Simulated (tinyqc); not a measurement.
Froehlich polaron in a polar crystal: one step, computed by the program tinyqc.

One electron in a parabolic band of mass m*, coupled to dispersionless LO phonons in the continuum model. Energies are in units of hbar omega unless marked, wave numbers in k_0 = sqrt(2 m* omega/hbar).

Task: Coupling constant and length scale. 1/eps* = 1/eps_inf - 1/eps_s; k_0 = sqrt(2 m* omega/hbar) = sqrt(m* hbar omega / (hbar^2/(2 m_0))) with m* in m_0; alpha = (e^2/(4 pi eps_0)) k_0/(2 eps* hbar omega); polaron length 1/k_0.

Inputs (values chosen for the exercise, modelled on zinc sulfide):
```
quantity                          value  unit
band mass m*                      0.299   m_0
LO phonon energy hbar omega        43.8   meV
eps_inf                            5.04     -
static dielectric constant eps_s   8.31     -
```

Constants: hbar^2/(2 m_0) = 3.80998212 eV angstrom^2; e^2/(4 pi eps_0) = 14.39964548 eV angstrom.

Give: eps*; k_0; coupling constant alpha; polaron length 1/k_0.

Result:

eps* = 12.81

k_0 = 0.05863 1/angstrom

coupling constant alpha = 0.7524

polaron length 1/k_0 = 17.06 angstrom

Weak coupling: perturbation theory should serve.
